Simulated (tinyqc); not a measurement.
Free-carrier absorption and index change in the near infrared: free-carrier optics of a doped semiconductor (Drude model with one polar phonon).

eps(E) = ei [1 - Ep^2/(E^2 + i E Gam)] + (es - ei) wT^2/(wT^2 - E^2 - i E gT), with Ep^2 = 8 pi c (e^2/(4 pi eps0)) N/(m ei), c = hbar^2/2m0, N in 1/angstrom^3 (1e-24 per 1/cm^3); Gam = hbar/tau, tau = mu m m0/e with m0/e = 5.685630e-12 kg/C and mu in m^2/(V s). Energies in meV.

n + i k = sqrt(eps1 + i eps2) with k >= 0; R = ((n - 1)^2 + k^2)/((n + 1)^2 + k^2) at normal incidence from vacuum; alpha = 2 E k/(hbar c), times 1e8 for 1/cm; loss function Im(-1/eps) = eps2/(eps1^2 + eps2^2).

Constants: hbar^2/2m0 = 3.80998211 eV angstrom^2; e^2/(4 pi eps0) = 14.39964547 eV angstrom; hbar = 6.58211957e-16 eV s; hbar c = 1973.269805 eV angstrom.

Values chosen for the exercise (mass and dielectric values near those of GaAs; N and mu are free inputs; interband absorption and the rise of the mass with filling are left out; shifted at random, so the results belong to these values and not to a real crystal): N = 3.4e+18 1/cm^3 (carrier density); m = 0.0691 m0 (conductivity mass); mu = 2000 cm^2/(V s) (mobility); ei = 10.82 (high-frequency dielectric constant).

At the wavelengths listed E = hc/lambda (hc = 1239.841984 eV nm). Approximate forms: alpha = ei Ep^2 Gam/(E^2 sqrt(ei) hbar c) and dn = -sqrt(ei) Ep^2/(2 E^2). The phonon term is left out here.

Free carriers:

| lambda (micrometre) | E (meV) | alpha (1/cm) | alpha, approximate | dn | dn, approximate |
|---|---|---|---|---|---|
| 1.31 | 946.4 | 9.81 | 9.77 | -0.0115 | -0.0115 |
| 2.00 | 619.9 | 23.0 | 22.8 | -0.0269 | -0.0268 |
| 3.00 | 413.3 | 52.2 | 51.3 | -0.0609 | -0.0604 |
| 5.00 | 248.0 | 150 | 142 | -0.172 | -0.168 |
| 8.00 | 155.0 | 423 | 365 | -0.460 | -0.429 |
| 10.60 | 117.0 | 863 | 640 | -0.862 | -0.754 |

Give the missing row, lambda (micrometre) = 1.55.

Computed row:
```
lambda (micrometre)  E (meV)  alpha (1/cm)  alpha, approximate       dn  dn, approximate
1.55                   799.9          13.8                13.7  -0.0162          -0.0161
```

At 1.55 micrometre alpha = 13.8 1/cm and dn = -0.0162; a phase shift of pi needs a length lambda/(2 |dn|) = 48 micrometre, over which the loss is 0.29 dB. The approximate alpha is within 5 % up to 3 micrometre of the wavelengths listed; it needs photon energies well above both Ep and Gam, which lie at 15.7 and 148.0 micrometre. Interband and intervalley absorption are left out.

Run: tinyqc, `OMP_NUM_THREADS=1 python tinyqc.py 1681968 1681969 out.jsonl`; Intel(R) Xeon(R) Processor @ 2.30GHz, one thread, shared host; about 0.01 s of CPU time with all checks.
